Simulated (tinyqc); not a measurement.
# Changing the temperature T

Model: concentration-dependent dopant diffusion with charged defects and the built-in field. Computed by tinyqc, a small Python program. Command: `OMP_NUM_THREADS=1 python tinyqc.py 3005714 3005715 out.jsonl extrinsic sweep`. One thread of a shared host (Intel(R) Xeon(R) Processor @ 2.30GHz), about 0.6 s of CPU time with the checks.

A constant source C_s feeds a half space. The dopant moves through neutral point defects and through charged ones, whose number grows with the majority carrier density n.

Inputs (values chosen for the exercise, modelled on arsenic in silicon):

| quantity | value | unit |
|---|---|---|
| neutral prefactor D0x | 0.0101 | cm^2/s |
| neutral activation energy E0 | 3.44 | eV |
| singly charged prefactor D01 | 30.6 | cm^2/s |
| activation energy E1 | 4.15 | eV |
| surface concentration C_s | 1.3e+20 | 1/cm^3 |
| junction level C_B | 1.9e+15 | 1/cm^3 |
| time t | 270 | s |

Field enhancement: off.

Constants: k_B = 8.617333262e-05 eV/K.

Method:
- n_i = 3.87e16 T^1.5 exp(-7014/T) per cm^3 (T in kelvin, an empirical form); each D = prefactor x exp(-E/(k_B T)); the intrinsic diffusivity D_i is their sum.
- Temperatures in kelvin are T(C) + 273.15.
- n = C/2 + sqrt(C^2/4 + n_i^2); D(C) = h [Dx + D1 (n/n_i)], h = 1.
- With y = x/sqrt(D_s t), u = C/C_s and q = -(D/D_s) du/dy: du/dy = -q D_s/D, dq/dy = -(y/2) q D_s/D, u(0) = 1. The surface flux q(0) is shot so that u tends to 0 (LSODA, an adaptive multistep solver, relative tolerance 1e-10). Dose Q = 2 q(0) C_s sqrt(D_s t).
- The junction lies where C = C_B.

One run for each value:

| temperature T (C) | junction depth x_j (nm) | enhancement D_s/D_i | n_i (1/cm^3) | intrinsic diffusivity D_i (cm^2/s) |
|---|---|---|---|---|
| 850 | 5.8 | 30.88 | 2.826e+18 | 1.101e-17 |
| 900 | 12.7 | 24.39 | 3.937e+18 | 6.229e-17 |
| 950 | 26.4 | 19.26 | 5.352e+18 | 3.111e-16 |
| 1050 | 98.8 | 12.20 | 9.288e+18 | 5.569e-15 |
| 1100 | 180.2 | 9.83 | 1.191e+19 | 2.035e-14 |
| 1150 | 317.2 | 8.00 | 1.504e+19 | 6.822e-14 |

Give the missing row, temperature T (C) = 1000.

Computed row:
```
temperature T (C)  junction depth x_j (nm)  enhancement D_s/D_i  n_i (1/cm^3)  intrinsic diffusivity D_i (cm^2/s)
1000                                  52.2                15.27     7.119e+18                           1.386e-15
```

Interpolating between the two neighbouring rows (linearly) misses most in intrinsic diffusivity D_i (cm^2/s), by 110 %. Over the rows, junction depth x_j (nm) rises from 5.79 to 317; enhancement D_s/D_i falls from 30.9 to 8.00. The enhancement drops as T rises, because n_i grows relative to C_s.

Caution (all rows): the built-in field is switched off although C_s exceeds n_i; with it D_s would be larger by the factor 1 + C_s/sqrt(C_s^2 + 4 n_i^2). Caution (all rows): at such concentrations dopants can cluster or exceed their solubility; the active fraction and the diffusivity then fall below the model.
